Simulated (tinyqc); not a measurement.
Fixed charge and work-function difference from two thicknesses.

Problem. With a fixed charge q Nf at the interface, Vfb = phi_ms - q Nf tox/(eps0 eox). Find Nf and phi_ms.

Values chosen for this exercise:
```
symbol  value  unit                                                                 meaning
eox       3.9        relative permittivity of the gate insulator (close to silicon dioxide)
```

Constants: q = 1.602176634e-19 C, eps0 = 8.8541878128e-14 F/cm where lengths are in cm. Results are converted to the units shown.

Vfb at tox = 13 and 50 nm (V): [-0.16868404, -0.21675212]

Solution. Vfb is a straight line in tox: the slope gives Nf and the intercept at zero thickness phi_ms.

Nf = 2.80e10 cm^-2
phi_ms = -0.152 V

Numbers from tinyqc (`OMP_NUM_THREADS=1 python tinyqc.py 2060058 2060059 out.jsonl`; about 0.01 s on one thread of a shared Intel Xeon 2.30GHz).
